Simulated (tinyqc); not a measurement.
# Signal and retention of a DRAM cell: two studies

A stored one starts at Vd and leaks: Cs dV/dt = -I(V), I = a sqrt((V + Vb)/(Vd + Vb)) + b, with a = Ig exp[-(Eg1 q/kB)(1/T - 1/T0)] (generation in a depletion layer) and b = Is exp[-(Es q/kB)(1/T - 1/T0)]. The bit line is precharged to Vd/2, and charge sharing gives the signal (V - Vd/2) Cs/(Cs + Cb).

Parameters, values chosen for the exercise: array voltage Vd = 1.1 V; cell capacitance Cs = 28 fF; bit-line capacitance Cb = 100 fF; smallest signal that the sense amplifier resolves dm = 45 mV; built-in plus back-bias voltage of the storage junction Vb = 1.27 V; junction leakage at V = Vd and T0 Ig = 1.8 fA; voltage-independent leakage at T0 Is = 0.056 fA; activation energy of Is Es = 0.3 eV; reference temperature T0 = 358 K; temperature T = 368 K; deviation of ln(retention time) over the cells sg = 0.59; cells Nc = 1.72e10; refresh interval tr = 64 ms; activation energy of Ig Eg1 = 0.6 eV.

Constants: q = 1.602176634e-19 C, kB = 1.380649e-23 J/K. Results are converted to the units shown.

Each table varies one quantity; the others keep the values above.

## Effect of the bit-line capacitance

The cell fails below Vc = Vd/2 + dm (Cs + Cb)/Cs. With s = sqrt((Vc + Vb)/(Vd + Vb)), the time from Vd to Vc is t = [2 Cs (Vd + Vb)/a] [1 - s - (b/a) ln((a + b)/(a s + b))]. This time is the median of a log-normal spread: failing cells = Nc erfc(z/sqrt 2)/2, z = ln(t/tr)/sg.

Results:
```
Cb (fF)  Vc (V)  retention time (s)  failing cells
15       0.6191               4.545       0.004306
30       0.6432               4.304       0.008446
45       0.6673               4.065        0.01699
60       0.6914               3.828        0.03514
75       0.7155               3.592        0.07495
90       0.7396               3.357         0.1654
120      0.7879               2.892         0.9072
```

Estimate the missing row, Cb = 105 fF.

Computed row:
```
Cb (fF)  Vc (V)  retention time (s)  failing cells
105      0.7638               3.124         0.3791
```

With this row back in the table: Vc rises by dm/Cs = 1.61 mV for each fF, and the retention time falls from 4.54 to 2.89 s; the margin is gone at Cb = 314 fF.

## Effect of the cell capacitance

Same model as above.

Results:
```
Cs (fF)   Vc (V)  retention time (s)  failing cells
12       0.97000             0.50584       3.9422e6
16       0.87625              1.1728         7099.9
20       0.82000              1.8461         104.13
28       0.75571              3.2013        0.28624
32       0.73562              3.8812       0.029754
```

Estimate the missing row, Cs = 24 fF.

Computed row:
```
Cs (fF)   Vc (V)  retention time (s)  failing cells
24       0.78250              2.5227         4.0762
```

With this row back in the table: The retention time rises from 0.506 to 3.88 s, as Cs^(2.92) between the first two rows and Cs^(1.44) between the last two: faster than Cs, because the margin Vd - Vc grows too. It vanishes at Cs = 8.91 fF, where even a fresh one gives only dm.

Range of the model: Real arrays also hold a tail of unusually leaky cells and cells whose retention varies in time, which this model lacks.

tinyqc, about 0.01 s, one thread, Intel Xeon 2.30GHz (shared host): `OMP_NUM_THREADS=1 python tinyqc.py 2130104 2130105 out.jsonl`
